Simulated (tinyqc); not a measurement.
When the interface binds a state: heterojunction of two tight-binding chains.

Left chain: hopping -t1, sites at 2 t1 (band bottom 0). Right chain: hopping -t2, sites at dE + 2 t2 (bottom dE). t = c/(m a^2), c = hbar^2/2m0. The bond across the interface is -tc with tc = f sqrt(t1 t2), and the last left site has the extra energy U. In a chain E = bottom + 2t (1 - cos(ka)); the surface Green function of a half chain is g = -exp(ika)/t, with Im k > 0 where cos(ka) > 1.

Constants: hbar^2/2m0 = 3.80998211 eV angstrom^2.

Inputs chosen for the exercise (masses and offset of the size met at InGaAs / InP; shifted at random, so the results belong to these values and not to a real crystal): a = 5 angstrom (site spacing); m1 = 0.042 m0 (mass on the left); m2 = 0.075 m0 (mass on the right); dE = 0.22 eV (band offset); f = 1 (factor on the interface hopping).

A state below both bands solves E - 2 t1 - U - S1(E) - S2(E) = 0 for E < 0, with S1 = -t1 z1, S2 = -(tc^2/t2) z2 and |z| < 1 the decaying root of z + 1/z = 2 - (E - bottom)/t. Decay lengths -a/ln|z|. The threshold is the U that solves the equation at E = 0. A dash: no bound state.

Interface state:
```
U (eV)   E (eV)  decay left (angstrom)  decay right (angstrom)
-0.30         -                      -                       -
-0.61         -                      -                       -
-0.91         -                      -                       -
-1.11   -0.0023                  199.6                    15.2
-1.32   -0.0188                   69.4                    14.7
-1.62   -0.0604                   38.8                    13.5
-2.03   -0.1410                   25.4                    11.9
-3.04   -0.4318                   14.6                     8.9
```

threshold U = -1.0136 eV

The step pushes the state out, so an attraction must exceed 1.0136 eV to bind; 5 of the 8 rows are bound. At U = -3.04 eV the state decays over 14.6 angstrom to the left and 8.9 to the right, where the band lies higher.

Program tinyqc; command `OMP_NUM_THREADS=1 python tinyqc.py 1451729 1451730 out.jsonl`; about 0.01 s on one thread of a shared Intel(R) Xeon(R) Processor @ 2.30GHz.
